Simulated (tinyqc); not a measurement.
# p-type polysilicon, carrier trapping at grain boundaries, step by step

tinyqc, about 0.01 s, one thread, Intel Xeon 2.30GHz (shared host): `OMP_NUM_THREADS=1 python tinyqc.py 2830003 2830004 out.jsonl` Printed values are rounded.

One-dimensional grains of size Lg, uniform ionised doping N, monovalent traps Qt at each boundary at a depth Et below (for electrons) or above (for holes) the band edge there, abrupt depletion of width W on each side of a boundary, Boltzmann statistics. xi is the distance from the band edge at the grain centre to the Fermi level. Trapped charge Qt/(1 + exp((xi + VB - Et)/Vt)) = 2 N W, barrier VB = q N W^2/(2 eps0 eps_r).

Inputs (values chosen for the exercise); values of the order met in polycrystalline silicon:
```
symbol,value,unit,meaning
T,250,K,temperature
eps_r,11.7,,relative permittivity
NB,2.02e19,cm^-3,valence-band density of states at T
Lg,23,nm,grain size
Qt,8.5e11,cm^-2,trap density of a grain boundary
Et,0.34,eV,depth of the trap level from the majority band edge at the boundary
ms,0.3,m0,mass for thermionic emission
fe,0.5,,correction factor of the emission rate
N,1.7e17,cm^-3,doping
```

Constants: q = 1.602176634e-19 C, kB = 1.380649e-23 J/K, m0 = 9.1093837015e-31 kg, Vt = kB T/q, eps0 = 8.8541878128e-14 F/cm where lengths are in cm. Results are converted to the units shown.

Range of the model: VB is below Vt, where abrupt depletion and thermionic emission are rough.

## Depletion width, Fermi level and barrier

If the trap equation with xi = Vt ln(NB/N) has a root W < Lg/2, the grain is partly depleted; otherwise W = Lg/2 and the trap equation gives xi = Et - VB + Vt ln(Qt/(N Lg) - 1). N* = Qt/Lg.

N* = 3.695652e17 cm^-3
W = 11.5 nm
xi = 0.3260687 V
VB = 0.01738563 V
share of traps filled = 0.46

N is 0.460 N*, and the grain is fully depleted; VB = 0.807 Vt.

## Resistivity and effective mobility

n0 = NB exp(-xi/Vt); mean density n0 (1 - 2 W/Lg) by charge balance in a partly depleted grain, and n0 (sqrt(pi)/2) erf(u)/u with u = sqrt(VB/Vt) in a fully depleted one; v = sqrt(kB T/(2 pi ms m0)); barrier resistivity Vt exp(VB/Vt)/(q fe n0 v Lg); grain resistivity (1 - 2 W/Lg)/(q n0 mug); effective mobility 1/(q mean density total resistivity).

n0 = 5.396298e12 cm^-3
mean density = 4.237935e12 cm^-3
v = 4.483494e6 cm/s
barrier resistivity = 10831.06 ohm cm
grain resistivity = 0.000000 ohm cm
resistivity = 10831.06 ohm cm
effective mobility = 135.9767 cm^2/(V s)

The resistivity is 44300 times that of a single crystal with the same N and mobility mug, and the mean density is 0.00249 % of N.
